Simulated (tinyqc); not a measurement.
Well width for a wanted wavelength.

Inverse problem. The layer is x parts of the first compound and 1 - x of the second, grown coherently on the third as substrate and barrier. Rows of the table: lattice constant a, average valence level Ea on an absolute scale, spin-orbit splitting so, gaps at Gamma, X and L, hydrostatic deformation potentials av and ac (Gamma), shear potential b, elastic constants, electron and heavy-hole (along z) masses. All are interpolated linearly in x; gaps get -C x (1 - x), taken wholly in the conduction band; real line-ups can differ from this model by 0.1 eV or more. In-plane strain e = (a_substrate - a)/a, e_z = -2 (c12/c11) e, volume change 2 e + e_z. With v = 2 e + e_z and d = 2 b (e_z - e): Eav = Ea + av v; E_hh = Eav + so/3 - d/2; E_lh = Eav - so/6 + d/4 + sqrt(so^2 + so d + 9 d^2/4)/2; E_c = Ea + so/3 + EG + ac v (Gamma). Substrate: E_v = Ea + so/3, E_c = E_v + EG. Well depths: dEc = E_c(substrate) - E_c, dEhh = E_hh - E_v(substrate), dElh likewise; strained Gamma gap E_c - max(E_hh, E_lh); positive values confine carriers in the layer. Lowest level of a finite well of width Lw and depth V: kw Lw/2 = arctan(sqrt((mw/mb)(V - E)/E)), kw = sqrt(mw E/C), C = hbar^2/(2 m0), for electrons (dEc) and heavy holes (dEhh), mb from the substrate; transition E_c - E_hh + both levels, without exciton binding; wavelength h c/E. Find Lw and the two levels.

Inputs (values chosen for the exercise): fraction of the first compound in the layer x = 0.62; bowing of the Gamma gap CG = 0.477 eV; bowing of the X gap CX = 1.4 eV; bowing of the L gap CL = 0.33 eV.

Constants: q = 1.602176634e-19 C, hbar = 1.054571817e-34 J s, h = 6.62607015e-34 J s, m0 = 9.1093837015e-31 kg, c = 299792458 m/s, hbar^2/(2 m0) = 0.0380998212 eV nm^2. Results are converted to the units shown.

Binary compounds, values chosen for the exercise:

|  | close to InAs | close to GaAs | close to InP |
|---|---|---|---|
| a (angstrom) | 6.058 | 5.653 | 5.869 |
| Ea (eV) | -6.67 | -6.92 | -7.04 |
| so (eV) | 0.384 | 0.344 | 0.111 |
| EG (eV) | 0.353 | 1.41 | 1.34 |
| EX (eV) | 1.35 | 1.89 | 2.21 |
| EL (eV) | 1.08 | 1.69 | 1.94 |
| av (eV) | 0.995 | 1.16 | 1.26 |
| ac (eV) | -5.01 | -7.27 | -5 |
| b (eV) | -1.78 | -1.71 | -1.69 |
| c11 (GPa) | 82.7 | 117 | 100 |
| c12 (GPa) | 45.4 | 53.3 | 56.4 |
| me (m0) | 0.0232 | 0.0679 | 0.0805 |
| mh (m0) | 0.331 | 0.352 | 0.522 |

wavelength = 1741.3588 nm

Solution. Both levels fall steadily as the well widens, so the wavelength rises steadily and one width matches.

Lw = 10.10 nm
electron level = 41.51 meV
heavy-hole level = 8.451 meV

Computed by the program tinyqc: `OMP_NUM_THREADS=1 python tinyqc.py 2690011 2690012 out.jsonl`, one thread of a shared Intel Xeon 2.30GHz, about 0.01 s for the whole run.
